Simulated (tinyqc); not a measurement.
From results back to parameters: tunnelling through a thin dielectric with one trap, as a tight-binding chain. Five cases, with inputs chosen for the exercise.

Problem. A resonance has full width Gamma_L + Gamma_R and peak height 4 Gamma_L Gamma_R/(Gamma_L + Gamma_R)^2. The values come from hidden widths.

Find: larger and smaller width.

Method. The widths are (W/2)(1 +/- sqrt(1 - peak)); which belongs to which lead the line shape cannot tell.

Case 1.

full width = 41.9226 meV
peak height = 0.459813

Solution.

larger and smaller width (meV): 36.4  5.56

Case 2.

full width = 7.76794 meV
peak height = 0.000129283

Solution.

larger and smaller width (meV): 7.77  0.000251

Case 3.

full width = 46.4761 meV
peak height = 0.786340

Solution.

larger and smaller width (meV): 34.0  12.5

Case 4.

full width = 25.0713 meV
peak height = 9.70929e-06

Solution.

larger and smaller width (meV): 25.1  6.09e-05

Case 5.

full width = 4.55703 meV
peak height = 0.00975975

Solution.

larger and smaller width (meV): 4.55  0.0111

Computed by tinyqc, one run a case: `OMP_NUM_THREADS=1 python tinyqc.py N N+1 out.jsonl` with N = 1450603, 1450605, 1450612, 1450716, 1450723; one thread of a shared Intel(R) Xeon(R) Processor @ 2.30GHz, about 0.07 s a run at most.
